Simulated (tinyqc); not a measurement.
Inside a calculation. Method: MP2 on RHF in the 6-31g basis, for H3+, spin multiplicity 1. One step of it, computed by the program tinyqc.

Question. Iteration 6 (converged): orbitals. Diagonalise F' = X^T F X, C = X C', fill 1 alpha and 1 beta electrons from the bottom; D = 2 C_occ C_occ^T. Each column has its largest component positive (the first on a tie).

converged F (hartree), lower triangle:
```
           1H 1s      1H 2s      2H 1s      2H 2s      3H 1s      3H 2s
1H 1s  -0.489638
1H 2s  -0.790674  -0.760779
2H 1s  -0.670051  -0.699569  -0.489401
2H 2s  -0.699653  -0.734719  -0.790489  -0.760655
3H 1s  -0.616143  -0.662783  -0.615783  -0.662617  -0.454535
3H 2s  -0.675312  -0.719232  -0.675062  -0.719123  -0.763459  -0.743456
```

X:
```
               1          2          3          4          5         6
1H 1s  -0.701502   0.393161   0.656608   0.773735  -0.429381  0.179926
1H 2s   1.878991  -0.989907  -0.507937   0.288612  -0.149110  0.242673
2H 1s   0.699142   0.397444   0.657123  -0.770786  -0.433628  0.179892
2H 2s  -1.872533  -1.000526  -0.507685  -0.288040  -0.150828  0.242649
3H 1s   0.002505  -0.812352   0.706366  -0.002441   0.823267  0.174647
3H 2s  -0.006699   2.018615  -0.473724  -0.001157   0.352435  0.239094
```

Give: F' = X^T F X; orbital energies; coefficients C; D after iteration 6.

Answer.

F' = X^T F X (hartree), lower triangle:
```
         1        2        3        4       5        6
1   0.4722
2   0.0000   0.4670
3   0.0002  -0.0207   0.2897
4  -0.4502  -0.0001  -0.0001   0.1300
5   0.0000  -0.4094   0.0080   0.0000  0.0371
6   0.0000  -0.0038  -0.3105  -0.0002  0.0187  -1.1044
```

orbital energies (hartree): MO1 -1.1707, MO2 -0.2103, MO3 -0.1806, MO4 0.3548, MO5 0.7156, MO6 0.7827

coefficients C:
```
          MO1      MO2      MO3      MO4      MO5      MO6
1H 1s  0.3200  -0.1524   0.2385   0.6353   0.5235  -1.0164
1H 2s  0.1333  -0.6447   1.3045  -0.5795  -0.7421   1.3825
2H 1s  0.3199  -0.1539  -0.2376   0.6350   0.5293   1.0135
2H 2s  0.1333  -0.6516  -1.3003  -0.5786  -0.7500  -1.3782
3H 1s  0.3037   0.2959  -0.0008   0.5918  -1.1563   0.0037
3H 2s  0.1313   1.3420  -0.0047  -0.4483   1.5689  -0.0049
```

D after iteration 6, lower triangle:
```
        1H 1s   1H 2s   2H 1s   2H 2s   3H 1s   3H 2s
1H 1s  0.2048
1H 2s  0.0853  0.0355
2H 1s  0.2047  0.0853  0.2046
2H 2s  0.0853  0.0355  0.0852  0.0355
3H 1s  0.1943  0.0810  0.1943  0.0809  0.1845
3H 2s  0.0840  0.0350  0.0840  0.0350  0.0798  0.0345
```
